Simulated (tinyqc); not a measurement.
Six-band hole subbands of a thin body in a field, step by step. Values are carried at full precision from step to step, so a last printed digit may differ when a step is redone from the rounded ones.

Constants: hbar^2/2m0 = 3.80998211 eV angstrom^2.

Inputs chosen for the exercise (near those of a p-type Si channel; shifted at random, so the results belong to these values and not to a real crystal):
- S = (7.61, -2.18, 12.73) 1/TPa (compliances s11, s12, s44)
- sx = 1 GPa (stress along the channel [1-10], negative in compression)
- b = -2.07 eV (tetragonal potential)
- d = -4.88 eV (trigonal potential)
- g1 = 4.26 (Luttinger gamma1)
- g2 = 0.34 (gamma2)
- g3 = 1.45 (gamma3)
- face = 111 (surface)
- Dso = 0.043 eV (spin-orbit splitting)
- t = 85 angstrom (body thickness)
- F = 0.2 MV/cm (field across the body)
- kmax = 0.08 1/angstrom (end of the path)

## Strain and its block

exx = eyy = (s11 + s12) sx/2, ezz = s12 sx, exy = -s44 sx/4 (1 GPa/TPa = 1e-3). With e0 the traceless part, B_XX = 2b e0xx - b (e0yy + e0zz) and B_XY = sqrt(3) d exy.

strain, lower triangle:
```
           x         y          z
x   0.002715
y  -0.003182  0.002715
z          0         0  -0.002180
```

B (eV), lower triangle:
```
          X         Y        Z
X  -0.01013
Y   0.02690  -0.01013
Z         0         0  0.02027
```

## Confinement masses without spin-orbit coupling

C(n n^T)/c has C_XX = (g1 + 4 g2) nx^2 + (g1 - 2 g2)(ny^2 + nz^2) and C_XY = 6 g3 nx ny, n the unit normal; its eigenvalues are the inverse masses along n.

C(n n^T)/c, lower triangle:
```
        X       Y       Z
X  4.2600
Y  2.9000  4.2600
Z  2.9000  2.9000  4.2600
```

masses (m0): 0.7353  0.7353  0.0994

## The matrix for one sine at q = 0

Basis X, Y, Z times spin, hole energies counted downwards from the unstrained edge (the hydrostatic shift is left out), c = hbar^2/2m0. For a symmetric tensor T let C(T) have C_XX = L Txx + M (Tyy + Tzz), C_XY = N Txy (cyclic), L = c (g1 + 4 g2), M = c (g1 - 2 g2), N = 6 c g3. k = q + kz n, n the unit normal, q = k1 u + k2 v with u along the channel [1-10] and v = n x u. H = C(k k^T) + (Dso/3)(1 - L.sigma) - B + e F z with (L_k)_ij = -i epsilon_kij; B is the block C built from the traceless strain with 2b, -b and sqrt(3) d in place of L, M, N. Strain: exx = eyy = (s11 + s12) sx/2, ezz = s12 sx, exy = -s44 sx/4. Hard walls at z = 0 and t; basis sin(j pi z/t), j = 1 to Nz: kz^2 = (j pi/t)^2, kz = -i D with D_jl = 4 j l/(t (j^2 - l^2)), z_jj = t/2 and z_jl = -8 t j l/(pi (j^2 - l^2))^2 for j + l odd; 1 MV/cm = 0.01 eV/angstrom.

Nz = 1, in meV.

H (meV), lower triangle (Hermitian):
```
               X+       Y+      Z+             X-      Y-      Z-
X+         131.64
Y+  -11.81-14.33i   131.64
Z+          15.09    15.09  101.24
X-              0        0   14.33         131.64
Y-              0        0  14.33i  -11.81+14.33i  131.64
Z-         -14.33  -14.33i       0          15.09   15.09  101.24
```

## Its levels

Diagonalise; the levels come in pairs. Give each pair and its weights on X, Y, Z, summed over spin and averaged over the pair.

levels (meV): 81.46  123.72  159.33

weights:
```
   pair 1  pair 2  pair 3
X   0.170   0.406   0.424
Y   0.170   0.406   0.424
Z   0.660   0.188   0.152
```

## More sines

The four lowest pairs at q = 0.

Hole energies (meV):
```
Nz  pair 1  pair 2  pair 3  pair 4
1    81.46  123.72  159.33       -
2    60.48  110.77  125.98  142.89
4    54.88  102.22  110.01  137.12
8    54.74  101.70  109.83  136.87
16   54.74  101.70  109.83  136.87
```

One sine is 26.72 meV off in the top subband, since the field mixes the sines. The second pair lies 47.0 meV deeper.

## Dispersion of the top subband

Nz = 14; the two lowest levels (spin-split where the field breaks inversion), in meV from their value at q = 0.

Energies (meV):
```
|q| (1/angstrom)    u a    u b    v a    v b
0.020              2.51   3.09   8.41  10.94
0.040             10.69  11.77  33.87  39.32
0.060             23.88  25.70  59.32  59.56
0.080             39.31  41.73  70.42  71.32
```

From the mean of each pair in the first row, c q^2/E gives 0.54 m0 along u and 0.16 m0 along v. The largest distance between a and b in the table is 5.46 meV. These masses hold for the first row only: the band bends further out.

## Checks

- Top level at q = 0 on (001) without field and stress against c (g1 - 2 g2)(pi/t)^2, eV: both 0.01863.
- Hermiticity, and E(q) against E(-q): they agree to 1e-10 or better.

Computed by tinyqc, a small Python program: `OMP_NUM_THREADS=1 python tinyqc.py 1281374 1281375 out.jsonl` (the numbers bound the seed that draws the inputs); one thread of a shared host (Intel(R) Xeon(R) Processor @ 2.30GHz), about 0.6 s for the whole set of steps.
